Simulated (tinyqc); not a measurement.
# AlGaN/GaN HEMT with access regions, lumped model: effects of single changes

A polarisation-induced electron sheet under a Schottky gate, in series with two ungated access regions and contacts. Drift law v = mu E/(1 + mu E/vs) under the gate. Currents in mA/mm, resistances in ohm mm. No self-heating, no channel-length modulation; fits for polarisation, barrier and offset are chosen for the exercise.

Inputs (values chosen for the exercise); values close to those of AlGaN/GaN structures: aluminium share of the barrier x = 0.31; barrier thickness d = 20 nm; relative permittivity of barrier and channel eps_r = 9.2; channel mobility mu = 1500 cm^2/(V s); saturation velocity vs = 1.3e7 cm/s; gate length Lg = 1 um; source access length Ls = 2 um; drain access length Ld = 8 um; resistance of each contact Rc = 0.2 ohm mm; share of the drain-access electrons removed by traps ft = 0.16; gate voltage Vg = 0 V; critical field Ec = 2.8 MV/cm; depth over which the depleted charge spreads te = 0.37 um; insulator under the field plate tf = 300 nm; relative permittivity of that insulator ei = 7.

Constants: q = 1.602176634e-19 C, eps0 = 8.8541878128e-14 F/cm where lengths are in cm. Results are converted to the units shown.

Each table varies one quantity; the others keep the values above.

## Field plate: effect of the aluminium share of the barrier

sigma = (5e13 x + 1.6e13 x^2) cm^-2, phiB = 0.84 + 1.3 x, dEc = 0.7 (1.71 x + x^2) in volts, Cb = eps0 eps_r/d, VT = phiB - dEc - q sigma/Cb, access density n0 = -Cb VT/q. Off state: a depleted stretch that holds the voltage V has the peak field sqrt(k V), k = 2 q n0/(eps0 eps_r te), so one edge holds V1 = Ec^2/k. The sheet under the plate pinches off at Vf = q n0 (1/Cb + tf/(eps0 ei)); beyond it the gate edge is screened. BV = V1 if Vf >= V1, else Vf + V1, and at most Ec Ld.

The same in every row: Ec Ld (V) = 2240.

Field plate: effect of the aluminium share of the barrier:
```
x	Vf (V)	V1 (V)	BV (V)
0.14	42.18	142.5	184.6
0.18	60.25	99.74	160.0
0.22	78.78	76.28	76.28
0.26	97.77	61.46	61.46
0.3	117.2	51.26	51.26
0.34	137.1	43.81	43.81
0.38	157.5	38.14	38.14
```

BV falls from 185 to 38.1 V. The plate helps (Vf < V1) in 2 of the 7 rows, and the access length caps BV in 0. More sheet charge lowers Ron but steepens the field, so V1 falls.

## Effect of the gate length

Access resistance R(L, n) = L/(q mu n sqrt(1 - (I/(q n vs))^2)); Rs = Rc + R(Ls, n0), Rd = Rc + R(Ld, (1 - ft) n0). Vg' = Vg - I Rs, Vd' = Vd - I (Rs + Rd); with u = Vg' - VT, Vc = vs Lg/mu and w the smaller of Vd' and Vc [sqrt(1 + 2 u/Vc) - 1] (0 if negative), the channel gives (mu Cb/Lg)(u w - w^2/2)/(1 + w/Vc). I equals that channel current. Isat is I at Vd = 10 V, gm = dIsat/dVg, Ron the limit of Vd/I at small Vd.

The same in every row: VT (V) = -5.897; n0 (cm^-2) = 1.499e13.

Effect of the gate length:
```
Lg (um)	Ron (ohm mm)	Isat (mA/mm)	gm (mS/mm)
0.05	3.612	1912	230.0
0.09	3.623	1856	298.0
0.16	3.643	1783	297.3
0.29	3.679	1686	294.6
0.52	3.743	1563	288.5
0.93	3.857	1411	277.4
1.7	4.070	1222	258.5
3	4.431	1021	232.7
```

Read the table: what changes, and by how much?

As Lg goes from 0.05 to 3 um, Ron rises from 3.61 to 4.43 ohm mm, Isat falls from 1910 to 1020 mA/mm and gm goes from 230 through a maximum of 298 (at Lg = 0.09 um among the rows listed) to 233 mS/mm. The ceiling Cb vs is 529 mS/mm. In every row the power passes 5 W/mm, where self-heating, left out here, lowers the current. At Lg = 0.05 um the gated channel is not yet saturated at 10 V, because the access regions take the voltage, and gm drops.

## Effect of the barrier thickness

Same model as above.

Effect of the barrier thickness:
```
d (nm)	VT (V)	n0 (cm^-2)	Ron (ohm mm)	Isat (mA/mm)	gm (mS/mm)
8	-1.876	1.192e13	4.770	593.9	406.5
11	-2.882	1.332e13	4.313	862.5	371.9
14	-3.887	1.412e13	4.092	1075	335.2
18	-5.227	1.476e13	3.929	1298	293.3
22	-6.568	1.518e13	3.833	1472	259.7
27	-8.243	1.552e13	3.757	1645	226.8
33	-10.25	1.580e13	3.699	1781	124.4
```

As d goes from 8 to 33 nm, Ron falls from 4.77 to 3.70 ohm mm, Isat rises from 594 to 1780 mA/mm and gm falls from 406 to 124 mS/mm. VT falls from -1.88 to -10.3 V. In every row the power passes 5 W/mm, where self-heating, left out here, lowers the current. At d = 33 nm the barrier is thick and rich enough in aluminium to relax or crack. At d = 33 nm the gated channel is not yet saturated at 10 V, because the access regions take the voltage, and gm drops.

Program tinyqc, `OMP_NUM_THREADS=1 python tinyqc.py 2570112 2570113 out.jsonl`; Intel Xeon 2.30GHz, shared host, one thread, about 0.01 s.
